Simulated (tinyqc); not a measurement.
MOS inversion layer, Poisson-Schroedinger loop: course of the self-consistent loop.

Electrons confined at an insulator interface at z = 0, treated as a hard wall; parabolic valleys, Hartree approximation, no image or exchange terms. The depletion charge lies far deeper than the electrons and gives a uniform field q Nd/(eps0 eps_r); the gate balances all charge. Energies are counted from the band edge at the interface.

V0 = q Nd z/(eps0 eps_r) in eV.

Tridiagonal Hamiltonian with psi = 0 one step beyond both ends: H_ii = C (1/m_(i-1/2) + 1/m_(i+1/2))/hz^2 + V0_i + U_i, H_(i,i+1) = -C/(m_(i+1/2) hz^2), C = hbar^2/(2 m0). The lowest 2 level(s) are kept, normalised to hz sum |psi|^2 = 1. The mass is the same on all intervals.

Level k holds N_k = D_k Vt ln(1 + exp((EF - E_k)/Vt)) with D = md1 m0 q/(pi hbar^2) per eV (spin included); EF is fixed by sum N_k = Ns.

n_i = sum_k N_k |psi_k|^2 (converted to cm^-3). Hartree part by Gauss: on the interval before node i the electrons still beyond are S_i = Ns - hz sum_(j<i) n_j, and U_i = U_(i-1) + q S_i hz/(eps0 eps_r) in eV, U_0 = 0 at the interface. Mixing: U(new) = U + a (U(out) - U).

Start from U = 0. Stop when the largest |U(out) - U| is below 1e-7 eV, or after 40 rounds.

Inputs (values chosen for the exercise); masses and permittivity close to those of In0.53Ga0.47As:
```
symbol,value,unit,meaning
T,400,K,temperature
eps_r,14,,relative permittivity
mz1,0.0414,m0,mass along z of valley set A (1 valley(s))
md1,0.0409,m0,in-plane density-of-states mass of set A
Ns,1.3e13,cm^-2,sheet density of electrons
Nd,4e10,cm^-2,sheet density of depletion charge
hz,1.4,nm,mesh step
a,1,,mixing factor
```

Constants: q = 1.602176634e-19 C, kB = 1.380649e-23 J/K, hbar = 1.054571817e-34 J s, m0 = 9.1093837015e-31 kg, Vt = kB T/q, eps0 = 8.8541878128e-14 F/cm where lengths are in cm, hbar^2/(2 m0) = 0.0380998212 eV nm^2. Results are converted to the units shown.

| node | z (nm) |
|---|---|
| 1 | 1.4 |
| 2 | 2.8 |
| 3 | 4.2 |
| 4 | 5.6 |
| 5 | 7 |
| 6 | 8.4 |
| 7 | 9.8 |
| 8 | 11.2 |
| 9 | 12.6 |
| 10 | 14 |
| 11 | 15.4 |
| 12 | 16.8 |
| 13 | 18.2 |
| 14 | 19.6 |
| 15 | 21 |
| 16 | 22.4 |
| 17 | 23.8 |

Course of the iteration:

| round | level A1 (eV) | EF (eV) | largest \|U(out) - U\| (eV) |
|---|---|---|---|
| 1 | 0.0206508 | 0.422362 | 2.08 |
| 2 | 0.672661 | 1.27960 | 1.57 |
| 3 | 0.513506 | 0.913510 | 1.19 |
| 4 | 0.654201 | 1.23145 | 1.13 |
| 5 | 0.542698 | 0.951705 | 1.01 |
| 6 | 0.645936 | 1.21139 | 0.986 |
| 7 | 0.553112 | 0.968198 | 0.934 |
| 8 | 0.642254 | 1.20275 | 0.923 |
| 9 | 0.557320 | 0.975423 | 0.901 |
| ... | ... | ... | ... |
| 32 | 0.639350 | 1.19602 | 0.874 |
| 33 | 0.560496 | 0.981121 | 0.874 |
| 34 | 0.639350 | 1.19602 | 0.874 |
| 35 | 0.560496 | 0.981122 | 0.874 |
| 36 | 0.639350 | 1.19602 | 0.874 |
| 37 | 0.560496 | 0.981122 | 0.874 |
| 38 | 0.639350 | 1.19602 | 0.874 |
| 39 | 0.560496 | 0.981122 | 0.874 |
| 40 | 0.639350 | 1.19602 | 0.874 |

Did this iteration meet its convergence test, and what does its course show?

No. Not converged within 40 rounds: the residual has levelled off at one value. The lowest level moves up and down in turn: each round overcorrects the one before. Reruns converge within the same cap with Anderson mixing of depth 4 with a = 0.5 (14 rounds) and with plain mixing with a = 0.5 (23 rounds).

Range of the model: The Fermi level lies over 0.25 eV above the band edge at the interface, where non-parabolicity matters for so light a mass.

Program tinyqc, `OMP_NUM_THREADS=1 python tinyqc.py 2160099 2160100 out.jsonl`; Intel Xeon 2.30GHz, shared host, one thread, about 0.6 s.
